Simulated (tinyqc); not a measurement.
# Undoped gate-all-around wire MOSFET, analytic charge model: effects of single changes

An undoped round wire of radius R under an insulator shell and a surrounding gate; long channel, electrons only, n = ni exp((psi - V)/Vt) with V the quasi-Fermi potential (0 at the source, Vd at the drain), constant mobility, no quantisation. The radial Poisson equation gives n(r) = n(0)/(1 - (1 - b) r^2/R^2)^2 with b = Q0/(Q + Q0). Q is the electron charge per area of the wire surface.

Parameters, values chosen for the exercise; material values those of a made-up semiconductor:
```
symbol,value,unit,meaning
T,273,K,temperature
Eg,0.969,eV,band gap
eps_r,11.9,,relative permittivity of the semiconductor
Nc,2.27e19,cm^-3,conduction-band density of states at T
Nv,1.84e19,cm^-3,valence-band density of states at T
eox,7.38,,relative permittivity of the gate insulator
tox,5.4,nm,insulator thickness
R,8,nm,wire radius
dphi,-0.13,V,gate work function less that of the intrinsic body
mu,550,cm^2/(V s),channel mobility
L,1,um,gate length
Vd,0.5,V,drain voltage
```

Constants: q = 1.602176634e-19 C, kB = 1.380649e-23 J/K, Vt = kB T/q, eps0 = 8.8541878128e-14 F/cm where lengths are in cm. Results are converted to the units shown.

Each table varies one quantity; the others keep the values above.

## Effect of the gate work function less that of the intrinsic body

ni = sqrt(Nc Nv) exp(-Eg/(2 Vt)), Eg in volts; Cox = eps0 eox/(R ln(1 + tox/R)); Q0 = 4 eps0 eps_r Vt/R; V0 = dphi + Vt ln[8 eps0 eps_r Vt/(q ni R^2)]. Q solves Vg - V0 - V = Q/Cox + Vt ln(Q/Q0) + Vt ln(1 + Q/Q0). I = mu (2 pi R/L)[2 Vt (Qs - Qd) + (Qs^2 - Qd^2)/(2 Cox) + Vt Q0 ln((Qd + Q0)/(Qs + Q0))], with Qs at V = 0 and Qd at V = Vd.  I(low) is taken at Vg = 0.05 V, Qs and I(high) at Vg = 0.8 V.

Effect of the gate work function less that of the intrinsic body:
```
dphi (V)  V0 (V)  I(low) (nA)  Qs(high) (nC/cm^2)  I(high) (uA)
-0.28     0.1490        1.161               879.9         7.252
-0.23     0.1990       0.1424               806.8         6.306
-0.18     0.2490      0.01706               734.1         5.386
-0.13     0.2990     0.002037               662.1         4.500
-0.08     0.3490     2.432e-4               590.7         3.665
-0.03     0.3990     2.904e-5               520.1         2.904
0.02      0.4490     3.467e-6               450.5         2.234
```

What does the comparison show?

As dphi goes from -0.28 to 0.02 V, I(low) falls from 1.16 to 3.47e-6 nA and I(high) falls from 7.25 to 2.23 uA. V0 rises from 0.149 to 0.449 V. In every row the surface density at the source at the higher gate voltage passes 0.3 Nc, where Boltzmann statistics fail.

## Effect of the insulator thickness

Same model as above.

The same in every row: V0 (V) = 0.2990.

Effect of the insulator thickness:
```
tox (nm)  I(low) (nA)  Qs(high) (nC/cm^2)  I(high) (uA)
1.8          0.002037                1533         9.803
2.6          0.002037                1144         7.482
3.7          0.002037               872.4         5.821
5.4          0.002037               662.1         4.500
7.8          0.002037               514.8         3.554
11           0.002037               413.7         2.892
16           0.002037               332.4         2.352
```

What does the comparison show?

As tox goes from 1.8 to 16 nm, I(low) stays near 0.00204 nA and I(high) falls from 9.80 to 2.35 uA. On average I(low) is independent of tox and I(high) goes as tox^(-0.65). Below threshold no voltage drops over the insulator in this long-channel model, so its thickness does not matter there. In every row the surface density at the source at the higher gate voltage passes 0.3 Nc, where Boltzmann statistics fail.

tinyqc, about 0.03 s, one thread, Intel Xeon 2.30GHz (shared host): `OMP_NUM_THREADS=1 python tinyqc.py 2460115 2460116 out.jsonl`
